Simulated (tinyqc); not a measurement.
What each input does: propagation of a band-gap error through k.p and effective-mass formulas.

Chain, for a gap E (the reference Eg or another value), with Ep and Dso kept: 1/me = 1 + Ep (E + 2 Dso/3)/(E (E + Dso)); g* = 2 - 2 Ep Dso/(3 E (E + Dso)); g1(E) = g1 + (Ep/3)(1/E - 1/Eg), g2(E) = g2 + (Ep/6)(1/E - 1/Eg), light hole 1/(g1 + 2 g2), heavy hole 1/(g1 - 2 g2) along [100]; optical constant ei(E) = 1 + (ei - 1)(EP/(EP + E - Eg))^2, static e0(E) = ei(E) + e0 - ei.

Donor: R = Ry me/e0^2, a_B = a0 e0/me, Mott density (0.26/a_B)^3. Nc, Nv = 2 (m kT/(4 pi c))^(3/2), c = hbar^2/2m0, ni = sqrt(Nc Nv) exp(-E/2kT). Exciton: Ry mu/e0^2 with 1/mu = 1/me + g1(E). 1 angstrom^-3 = 1e24 cm^-3.

Constants: Ry = 13.60569312 eV; a0 (Bohr radius) = 0.5291772105 angstrom; kB = 8.617333262e-05 eV/K; hbar^2/2m0 = 3.80998211 eV angstrom^2.

Values chosen for the exercise (reference values near those of InP, gap at low temperature; the results hold for these values, not for the real material):

| symbol | value | unit | meaning |
|---|---|---|---|
| Eg | 1.422 | eV | gap at Gamma to the s-like level |
| Dso | 0.109 | eV | spin-orbit splitting |
| Ep | 21 | eV | Kane energy |
| g1 | 5.09 |  | Luttinger gamma1 |
| g2 | 1.59 |  | gamma2 |
| e0 | 12.62 |  | static dielectric constant |
| ei | 9.67 |  | optical dielectric constant |
| EP | 5.04 | eV | mean (Penn) gap |
| mh | 0.39 | m0 | density-of-states mass of the holes |
| T | 300 | K | temperature |
| Eg2 | 0.469 | eV | a wrong gap, of the size a semi-local functional can give |

All at E = Eg2.

Results for these values:

| case | me (m0) | light hole (m0) | e0 | donor (meV) | exciton (meV) | log10 ni |
|---|---|---|---|---|---|---|
| base | 0.0233 | 0.0354 | 17.13 | 1.079 | 0.798 | 13.929 |

What happens to each result for Eg2 = 0.507 eV, all else kept?

Answer: me rises from 0.0233 to 0.0250; light hole rises from 0.0354 to 0.0384; e0 falls from 17.13 to 16.89; donor rises from 1.079 to 1.193; exciton rises from 0.798 to 0.884; log10 ni falls from 13.929 to 13.633.

The same for each parameter in turn:

| case | me (m0) | light hole (m0) | e0 | donor (meV) | exciton (meV) | log10 ni |
|---|---|---|---|---|---|---|
| base | 0.0233 | 0.0354 | 17.13 | 1.079 | 0.798 | 13.929 |
| Eg2 = 0.507 eV | 0.0250 | 0.0384 | 16.89 | 1.193 | 0.884 | 13.633 |
| Dso = 0.118 eV | 0.0234 | 0.0354 | 17.13 | 1.083 | 0.801 | 13.930 |
| Ep = 22.68 eV | 0.0216 | 0.0335 | 17.13 | 1.000 | 0.745 | 13.904 |
| g1 = 4.683 | 0.0233 | 0.0359 | 17.13 | 1.079 | 0.804 | 13.929 |
| EP = 4.637 eV | 0.0233 | 0.0354 | 17.69 | 1.012 | 0.749 | 13.929 |
| ei = 8.896 | 0.0233 | 0.0354 | 16.73 | 1.131 | 0.837 | 13.929 |
| mh = 0.359 m0 | 0.0233 | 0.0354 | 17.13 | 1.079 | 0.798 | 13.902 |
| T = 324 K | 0.0233 | 0.0354 | 17.13 | 1.079 | 0.798 | 14.271 |

Program tinyqc; command `OMP_NUM_THREADS=1 python tinyqc.py 1851092 1851093 out.jsonl`; about 0.01 s on one thread of a shared Intel(R) Xeon(R) Processor @ 2.30GHz.
